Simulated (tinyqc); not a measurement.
Coverage along the feature as the dose grows: atomic layer deposition: Langmuir saturation, growth per cycle and coating of deep features. Computed by tinyqc, a small Python program. Command: `OMP_NUM_THREADS=1 python tinyqc.py 3006456 3006457 out.jsonl ald walk`. One thread of a shared host (Intel(R) Xeon(R) Processor @ 2.30GHz), about 0.01 s of CPU time with the checks.

Precursor A sticks only on free sites, so a long enough pulse saturates; co-reactant B then frees the sites again.

Inputs (values chosen for the exercise, modelled on titanium nitride from the chloride and ammonia):

| quantity | value | unit |
|---|---|---|
| precursor mass M | 190 | u |
| site density q | 2 | 1/nm^2 |
| sticking probability beta on free sites | 0.0039 | - |
| precursor pressure p | 0.47 | Pa |
| temperature T | 225 | C |
| pulse time t | 0.47 | s |
| desorption energy E_d | 1.68 | eV |
| aspect ratio a | 34 | - |

Feature: long trench.

Constants: u = 1.6605390666e-27 kg; k_B = 1.380649e-23 J/K; k_B = 8.617333262e-05 eV/K.

Method:
- Wall flux F = p/sqrt(2 pi M k_B T); rate of filling k_a = beta F/q; desorption k_d = 1e13 exp(-E_d/(k_B T)) per second. 1/m^2 = 1e-18/nm^2.
- Temperatures in kelvin are T(C) + 273.15.
- Diffusion-limited filling (Gordon) of a long trench of width w, hydraulic diameter 2w, so that a is replaced by a/2 in the hole formula: t = (q/F)(1 + 19a/8 + 3a^2/8). Reaction-limited filling needs ln(100)/k_a at any depth, k_a = beta F/q. Flow is molecular. The front picture holds when the modulus (a/2) sqrt(beta) is well above 1.
- Depth reached by the given pulse: solve the same formula for a. Exposure = p x diffusion-limited time; 1 langmuir = 1.33322e-4 Pa s.
- Continuum model with steady gas transport: d2n/dz2 = 3 beta (1 - th) n/d_h^2 (d_h the hydraulic diameter, n = 1 at the mouth, no flux at the floor, 60 cells), d th/dt = beta F n (1 - th)/q; no desorption. Times are multiples of the larger of the Gordon time and ln(100)/k_a.

diffusion-limited time = 0.256014 s

time to 99 % without desorption, ln(100)/k_a = 0.586714 s

flux F = 4025.18 1/(nm^2 s)

modulus = 1.06165

Coverage:

| multiple | t (s) | top cell | quarter depth | half depth | three quarters | floor cell |
|---|---|---|---|---|---|---|
| 0.05 | 0.02934 | 0.203 | 0.142 | 0.101 | 0.079 | 0.072 |
| 0.10 | 0.05867 | 0.365 | 0.268 | 0.198 | 0.157 | 0.144 |
| 0.20 | 0.11734 | 0.597 | 0.475 | 0.373 | 0.309 | 0.288 |
| 0.40 | 0.23469 | 0.839 | 0.745 | 0.649 | 0.578 | 0.553 |
| 0.60 | 0.35203 | 0.935 | 0.884 | 0.824 | 0.775 | 0.757 |
| 0.80 | 0.46937 | 0.974 | 0.951 | 0.920 | 0.894 | 0.884 |
| 1.00 | 0.58671 | 0.990 | 0.980 | 0.966 | 0.954 | 0.949 |
| 1.30 | 0.76273 | 0.997 | 0.995 | 0.991 | 0.988 | 0.987 |

At a multiple of 0.2 the coverage is 0.60 at the top and 0.29 at the floor. The coverage falls gradually with depth, without a sharp front. In the last row the floor reaches 0.987. Caution: the modulus is not well above 1 or the Gordon time is under three times ln(100)/k_a, so there is no sharp front: the Gordon time is only a lower bound and the reaction time must be met as well. Caution: for a long trench the a/2 rule ignores the ln(a)/a transmission of a slit, so times at large a are too long.
